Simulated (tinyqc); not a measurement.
# Gate-all-around wire, scale length and short-channel effects: two studies

A round wire of diameter ts in an insulator shell of thickness ti under a surrounding gate. Below threshold the potential that source and drain add obeys Laplace's equation and vanishes on the gate. Its lowest mode decays along the channel as exp(-k y); k is the smallest positive root of the matching condition at the interface, and the scale length is Lambda = pi/k.

Inputs (values chosen for the exercise); permittivities: semiconductor close to that of indium arsenide, insulator close to that of silicon dioxide: temperature T = 300 K; relative permittivity of the semiconductor eps_r = 14.8; relative permittivity of the insulator ei = 3.85; insulator thickness ti = 2.4 nm; wire diameter ts = 12.4 nm; channel length L = 48 nm; potential of the source Vbi = 0.98 V; potential of the barrier top at threshold sT = 0.47 V; drain voltage Vds = 0.5 V.

Constants: q = 1.602176634e-19 C, kB = 1.380649e-23 J/K, Vt = kB T/q. Results are converted to the units shown.

Each table varies one quantity; the others keep the values above.

## Effect of the insulator thickness

k is the smallest positive root of f(k) = ei J0(u)[J1(u) Y0(v) - Y1(u) J0(v)] - eps_r J1(u)[J0(u) Y0(v) - Y0(u) J0(v)], u = k ts/2, v = u + k ti. Along the channel psi(y) = s + a exp(y/l) + b exp(-y/l) with psi(0) = Vbi, psi(L) = Vbi + Vds and l = 1/k = Lambda/pi; with A = Vbi - s, B = A + Vds, x = exp(-L/l): a = (B - A x) x/(1 - x^2), b = (A - B x)/(1 - x^2). The minimum is s + 2 sqrt(a b), at y = (l/2) ln(b/a). The long-channel potential follows the gate as s = sT + (Vg - VTL)/m, and the threshold VT is the gate voltage at which the minimum equals sT. Swing = m Vt ln 10/g at threshold, g = d(minimum)/ds = 1 - (b x + a)/((1 + x) sqrt(a b)). DIBL = [VT(0.05 V) - VT(Vds)]/(Vds - 0.05 V). sT and Vbi are held fixed; m = 1.

Effect of the insulator thickness:
```
ti (nm)  Lambda (nm)  L/Lambda  VT - VTL at Vds (mV)  DIBL (mV/V)  swing (mV/decade)
0.8            11.98     4.008                -2.658        1.510              59.76
1              12.80     3.749                -3.997        2.271              59.88
1.3            13.94     3.443                -6.491        3.689              60.10
1.8            15.63     3.072                -11.72        6.669              60.55
2.3            17.11     2.805                -17.97        10.24              61.10
3              18.94     2.534                -27.89        15.92              61.97
3.8            20.78     2.310                -40.33        23.08              63.05
```

What does the comparison show?

As ti goes from 0.8 to 3.8 nm, Lambda rises from 12.0 to 20.8 nm, DIBL rises from 1.51 to 23.1 mV/V and the swing rises from 59.8 to 63.0 mV a decade. On average Lambda goes as ti^(0.35).

## Effect of the drain voltage

Same model as above.

The same in every row: Lambda (nm) = 17.39; L/Lambda = 2.761.

Effect of the drain voltage:
```
Vds (V)  VT - VTL at Vds (mV)  DIBL (mV/V)  swing (mV/decade)
0.2                    -16.17        12.09              61.15
0.35                   -17.81        11.50              61.18
0.5                    -19.31        11.01              61.22
0.65                   -20.71        10.58              61.26
0.8                    -22.02        10.22              61.30
0.95                   -23.26        9.897              61.35
1.1                    -24.45        9.611              61.39
```

What does the table show?

As Vds goes from 0.2 to 1.1 V, Lambda stays at 17.4 nm, DIBL falls from 12.1 to 9.61 mV/V and the swing stays near 61.3 mV a decade.

Computed by the program tinyqc: `OMP_NUM_THREADS=1 python tinyqc.py 2420055 2420056 out.jsonl`, one thread of a shared Intel Xeon 2.30GHz, about 0.01 s for the whole run.
